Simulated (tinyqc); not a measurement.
Effective-mass impurity with a central-cell term, in a basis of Slater functions: one step, computed by the program tinyqc. Command: `OMP_NUM_THREADS=1 python tinyqc.py 3021461 3021462 out.jsonl centralcell walk`. One thread of a shared host (Intel(R) Xeon(R) Processor @ 2.30GHz), about 0.01 s of CPU time with the checks.

The envelope obeys H = -nabla^2 - (2/r) [Z + A exp(-kappa r)] in effective units, with kappa = a*/lambda; positive A deepens the well near the core.

Task: Effective units. Units: Ry* = Ry m/eps^2 and a* = a_0 eps/m, with m in m_0. kappa = a*/lambda; the hydrogenic ground state is bound by Z^2 Ry*.

Inputs (values chosen for the exercise, with mass and screening modelled on AlN):

| quantity | value | unit |
|---|---|---|
| effective mass m | 0.324 | m_0 |
| dielectric constant eps | 8.78 | - |
| charge Z of the core | 1 | - |
| central-cell range lambda | 1.1 | angstrom |

Impurity: donor, one isotropic band.

Constants: Ry = 13.605693123 eV; a_0 = 0.529177210903 angstrom.

Give: Ry*; a*; kappa; hydrogenic binding energy.

Result:

Ry* = 57.184 meV

a* = 14.340 angstrom

kappa = 13.036 1/a*

hydrogenic binding energy = 57.184 meV
